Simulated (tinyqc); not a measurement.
Small-signal admittance of a forward-biased p+-n diode: two steps of the calculation.

Holes injected into a neutral base of width wb with an ohmic contact at its end; low injection, p0 far above the equilibrium density. A small voltage v exp(i w t), w = 2 pi f, modulates the edge density by p0 v/Vt, and the small-signal density obeys Dp d2p/dx2 = (1/tau + i w) p.

Parameters, values chosen for the exercise; permittivity close to that of germanium: temperature T = 350 K; relative permittivity eps_r = 16; donor density of the base Nd = 5.7e16 cm^-3; hole diffusion coefficient Dp = 23 cm^2/s; hole lifetime tau = 3e-8 s; width of the neutral base wb = 13 um; excess hole density at the junction edge p0 = 4.3e13 cm^-3; acceptor density of the p+ side Na = 2e19 cm^-3; signal frequency f = 2.6e6 Hz.

Constants: q = 1.602176634e-19 C, kB = 1.380649e-23 J/K, Vt = kB T/q, eps0 = 8.8541878128e-14 F/cm where lengths are in cm. Results are converted to the units shown.

Problem 1. Closed-form admittance. L = sqrt(Dp tau); direct current J = (q Dp p0/L) coth(wb/L); k = sqrt(1 + i w tau)/L; diffusion admittance Y = (q Dp p0/Vt) k coth(k wb) = G + i w C_diff; junction capacitance C_j = sqrt(q eps0 eps_r Nd/(2 Vr)) in the depletion approximation, with the remaining barrier Vr = Vt ln(Na/p0), a rough value under forward bias; base-width modulation is left out.

Find: L; J; k wb; Y; C_diff; C_j.

Solution 1.

L = 8.307 um
J = 0.2082 A/cm^2
k wb = 1.609+0.373i
Y = 6.972+1.222i S/cm^2
C_diff = 0.07478 uF/cm^2
C_j = 0.1282 uF/cm^2

G is 1.01 times its low-frequency value J/Vt, and C_diff is 0.583 times C_j.

Problem 2. The same by finite differences. 6 equal intervals, h = wb/6; u = small-signal density over its edge value, u_0 = 1, u_6 = 0; u_(i-1) + b u_i + u_(i+1) = 0 with b = -2 - h^2 (1/tau + i w)/Dp; Y = (q Dp p0/(Vt h)) (-b/2 - u_1), which includes the half box at the edge.

Wanted: b; u; Y on the mesh.

Solution 2.

b = -2.068-0.033i
u, node 1 to 5: 0.7440-0.0354i  0.5398-0.0483i  0.3739-0.0465i  0.2351-0.0355i  0.1134-0.0190i
Y on the mesh = 7.032+1.261i S/cm^2

Computed by the program tinyqc: `OMP_NUM_THREADS=1 python tinyqc.py 2890195 2890196 out.jsonl`, one thread of a shared Intel Xeon 2.30GHz, about 0.01 s for the whole run.
